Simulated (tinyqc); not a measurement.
One-sided p+-n junction, ionisation integral and breakdown: one step of the calculation.

A p+ layer at x < 0 and an n drift layer from x = 0. Depletion approximation, built-in voltage neglected. Local ionisation coefficients alpha_n = an exp(-(bn/E)^mx), alpha_p = ap exp(-(bp/E)^mx). Electrons move towards +x, holes towards x = 0.

Question. Ionisation integrals by the trapezoid rule. G(x) = integral from 0 to x of (alpha_n - alpha_p); I_n = integral of alpha_n exp(-G) (electrons injected at x = 0), I_p = integral of alpha_p exp(G(end) - G) (holes injected at the far edge); M = 1/(1 - I). All integrals by the trapezoid rule on the grid.

| point | x (um) | alpha_n (1/cm) | alpha_p (1/cm) |
|---|---|---|---|
| 0 | 0.00000000 | 2711.2051 | 1.4517648e5 |
| 1 | 0.03951164 | 1781.3404 | 1.0822162e5 |
| 2 | 0.07902328 | 1132.4639 | 78836.139 |
| 3 | 0.11853492 | 693.81367 | 55963.508 |
| 4 | 0.15804656 | 407.71084 | 38585.040 |
| 5 | 0.19755820 | 228.52729 | 25738.229 |
| 6 | 0.23706984 | 121.37703 | 16534.122 |
| 7 | 0.27658148 | 60.607312 | 10172.616 |
| 8 | 0.31609311 | 28.182469 | 5954.5425 |
| 9 | 0.35560475 | 12.063745 | 3289.4244 |
| 10 | 0.39511639 | 4.6867447 | 1697.9963 |
| 11 | 0.43462803 | 1.6236389 | 808.99061 |

Wanted: G; alpha_n exp(-G); I_n; I_p; M_n; M_p.

Answer.

| point | G | alpha_n exp(-G) (1e3 1/cm) |
|---|---|---|
| 0 | 0.000 | 2.711 |
| 1 | -0.492 | 2.913 |
| 2 | -0.856 | 2.664 |
| 3 | -1.118 | 2.123 |
| 4 | -1.303 | 1.500 |
| 5 | -1.429 | 0.954 |
| 6 | -1.511 | 0.550 |
| 7 | -1.564 | 0.290 |
| 8 | -1.596 | 0.139 |
| 9 | -1.614 | 0.061 |
| 10 | -1.624 | 0.024 |
| 11 | -1.629 | 0.008 |

I_n = 0.04969
I_p = 0.8030
M_n = 1.052
M_p = 5.076

tinyqc, about 0.05 s, one thread, Intel Xeon 2.30GHz (shared host): `OMP_NUM_THREADS=1 python tinyqc.py 2120047 2120048 out.jsonl`
